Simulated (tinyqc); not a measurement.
## Frequency dispersion of an accumulation capacitance by border traps, distributed model: capacitance and loss against frequency

Traps spread evenly through the insulator exchange electrons with the semiconductor by tunnelling, with tau(x) = t0 exp(2 ka x) at depth x from the interface. The admittance per area Y seen at depth x obeys dY/dx = -Y^2/(i w eps0 eox) + q Nb ln(1 + i w tau)/tau, with Y(0) = i w Cs and w = 2 pi f; the gate sees Y(tox) = G + i w C. Working variable y = Y/(i w), in uF/cm^2. Cox = eps0 eox/tox.

Cox; trap-free value 1/(1/Cox + 1/Cs); response depth d = ln(1/(w t0))/(2 ka), where w tau = 1; lumped estimate: all traps within d act as C_bt = q Nb d placed at d/2, so C = 1/{1/[1/(1/Cs + d/(2 eps0 eox)) + C_bt] + (tox - d/2)/(eps0 eox)}. C and G from a fine integration; dispersion -d C/d log10 f over C, from f times and over 1.1. For a broad spread of time constants G/w is close to -(pi/2) dC/d ln w.

Parameters, values chosen for the exercise; permittivity close to that of silicon dioxide: relative permittivity of the insulator eox = 3.93; insulator thickness tox = 4.3 nm; semiconductor capacitance in accumulation Cs = 4.6 uF/cm^2; density of border traps Nb = 6e19 cm^-3 eV^-1; decay constant of the wave function in the insulator ka = 3 1/nm; time constant of a trap at the interface t0 = 1e-11 s.

Constants: q = 1.602176634e-19 C, eps0 = 8.8541878128e-14 F/cm where lengths are in cm. Results are converted to the units shown.

The same in every row: trap-free C (uF/cm^2) = 0.6882.

Capacitance and loss against frequency:

| f (Hz) | d (nm) | C (uF/cm^2) | G/w (uF/cm^2) | dispersion (% a decade) | -(pi/2) dC/d ln w (uF/cm^2) | lumped C (uF/cm^2) |
|---|---|---|---|---|---|---|
| 10 | 3.531 | 1.423 | 0.1390 | 14.61 | 0.1418 | 1.066 |
| 100 | 3.148 | 1.240 | 0.1095 | 12.84 | 0.1086 | 0.9953 |
| 1000 | 2.764 | 1.100 | 0.08476 | 11.16 | 0.08378 | 0.9328 |
| 10000 | 2.380 | 0.9916 | 0.06630 | 9.700 | 0.06562 | 0.8779 |
| 1e5 | 1.996 | 0.9059 | 0.05225 | 8.384 | 0.05181 | 0.8298 |
| 1e6 | 1.613 | 0.8383 | 0.04108 | 7.134 | 0.04080 | 0.7881 |
| 1e7 | 1.229 | 0.7854 | 0.03174 | 5.890 | 0.03156 | 0.7530 |

What does the comparison show?

C falls from 1.423 to 0.7854 uF/cm^2, towards the trap-free 0.6882; each decade of frequency removes ln 10/(2 ka) = 0.384 nm from the response depth. The dispersion falls from 14.6 to 5.89 % a decade and G/w falls from 0.139 to 0.0317 uF/cm^2. G/w lies between 0.980 and 1.01 times -(pi/2) dC/d ln w, the relation for a broad spread of time constants.

Numbers from tinyqc (`OMP_NUM_THREADS=1 python tinyqc.py 2202030 2202031 out.jsonl`; about 0.5 s on one thread of a shared Intel Xeon 2.30GHz).
